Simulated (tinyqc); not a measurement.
Plain band against climbing image: nudged elastic band on a two-dimensional model surface. Computed by tinyqc, a small Python program. Command: `OMP_NUM_THREADS=1 python tinyqc.py 3002001 3002002 out.jsonl neb walk`. One thread of a shared host (Intel(R) Xeon(R) Processor @ 2.30GHz), about 0.3 s of CPU time with the checks.

V(x, y) = h u^2 + t x + (kappa/2)(y + c u)^2 with u = x^2/w^2 - 1; the path runs from the minimum near (-w, 0) to that near (w, 0).

Inputs (values chosen for the exercise, for a model surface):
```
quantity                    value           unit
height h                     0.54             eV
half width w                 0.84       angstrom
transverse stiffness kappa      2  eV/angstrom^2
curvature c                   0.6       angstrom
tilt t                      -0.21    eV/angstrom
spring constant k_s           2.1  eV/angstrom^2
step factor eta              0.07  angstrom^2/eV
```

Surface: curved double well. Climbing image: off.

Method:
- Newton steps x(new) = x - H^-1 grad V (moves limited to 0.3 angstrom) from (-w, 0), (w, 0) and (0, c) give the two minima and the saddle.
- Tangent at image i: towards the higher neighbour if the energies rise or fall through i; at a maximum or minimum, tau = t+ dmax + t- dmin if V(i+1) > V(i-1), else t+ dmin + t- dmax, with t+ = R(i+1) - R(i), t- = R(i) - R(i-1) and dmax, dmin the larger and smaller of |V(i+1) - V(i)| and |V(i-1) - V(i)|; then normalise. Force F = -grad V + (grad V.tau) tau + k_s (|t+| - |t-|) tau.
- With a climbing image, the highest image feels instead F = -grad V + 2 (grad V.tau) tau and no spring.
- Update R(new) = R + eta F; the end points stay fixed.
- Images are counted without the end points, and convergence is judged on the largest force on an image. Each run starts on the straight line with the same k_s and eta, for at most 1500 iterations; errors are against the Newton saddle; a dash marks a run that did not reach 1e-4 eV/angstrom.

positions (angstrom):
```
                x          y
start   -0.803334   0.051236
end      0.872401  -0.047180
saddle  -0.069067   0.595944
```

energies (eV): start 0.172638, end -0.179865, saddle 0.547227

barrier from the start = 0.374589 eV

Error of the highest image (meV) and iterations:
```
images  plain, error  plain, iterations  climbing, error  climbing, iterations
2            -77.230                 64                0                    63
3            -30.295                 77                0                    63
4            -10.757                 99                0                    64
5            -29.969                135                0                    63
6             -0.600                170                0                    85
8             -0.394                249                0                   114
10            -2.326                335                0                   146
```

The plain band underestimates the barrier by 0.39 to 77.23 meV, depending on how near an image falls to the saddle (worst for 2 images, best for 8). The climbing image is within about 0.001 meV in every converged run, so few images suffice for the barrier.

Extremes, crossings and ranges named in words are read from the listed rows.
